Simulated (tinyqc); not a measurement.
Inside a calculation. Method: Hubbard ring of 6 sites. One step of it, computed by the program tinyqc.

Task: Mean-field iteration 1. H(up) = T + U n(down), H(down) = T + U n(up); fill the lowest levels; n(new) = n + mixing (n(out) - n); E = tr T (rho up + rho down) + U sum n_up n_down of the output.

one-body matrix (hopping and site energies) (eV):
```
           1          2          3          4          5          6
1   0.670000  -1.180000   0.000000   0.000000   0.000000  -1.180000
2  -1.180000  -0.280000  -1.180000   0.000000   0.000000   0.000000
3   0.000000  -1.180000   0.610000  -1.180000   0.000000   0.000000
4   0.000000   0.000000  -1.180000  -0.300000  -1.180000   0.000000
5   0.000000   0.000000   0.000000  -1.180000  -0.580000  -1.180000
6  -1.180000   0.000000   0.000000   0.000000  -1.180000   0.690000
```

U = 3.400000 eV

electrons, up and down: 5  3

mixing = 1

n(up) at the start (a guess, not normalised): 1 0.833000, 2 0.833000, 3 0.833000, 4 0.833000, 5 0.833000, 6 0.833000

n(down) at the start (a guess): 1 0.500000, 2 0.500000, 3 0.500000, 4 0.500000, 5 0.500000, 6 0.500000

Give: levels, up; levels, down; energy; n(up) after iteration 1; n(down) after iteration 1.

Result:

levels, up (eV): -0.649  0.347  0.927  2.737  3.338  4.309

levels, down (eV): 0.483  1.480  2.060  3.869  4.470  5.442

energy = 2.365 eV

n(up) after iteration 1: 1 0.709, 2 0.858, 3 0.853, 4 0.925, 5 0.916, 6 0.740

n(down) after iteration 1: 1 0.392, 2 0.606, 3 0.389, 4 0.593, 5 0.615, 6 0.406
